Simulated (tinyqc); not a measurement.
# Trap density and grain size from the barrier

Inverse problem. With all traps filled Vb = q Qt^2/(8 eps0 eps_r N), and in that limit the barrier is largest at N* = Qt/Lg. Find Qt, Lg and the depleted width Qt/N.

Values chosen for this exercise:
```
symbol  value  unit                                     meaning
eps_r    11.7        relative permittivity of the semiconductor
```

Constants: q = 1.602176634e-19 C, eps0 = 8.8541878128e-14 F/cm where lengths are in cm. Results are converted to the units shown.

barrier at N = 2.2e17 cm^-3 = 0.19771775 V
doping of the largest barrier = 7.5e16 cm^-3

Solution. The barrier gives Qt, and N* then gives Lg.

Qt = 1.500e12 cm^-2
Lg = 200.0 nm
depleted width = 68.18 nm

Numbers from tinyqc (`OMP_NUM_THREADS=1 python tinyqc.py 2610007 2610008 out.jsonl`; about 0.01 s on one thread of a shared Intel Xeon 2.30GHz).
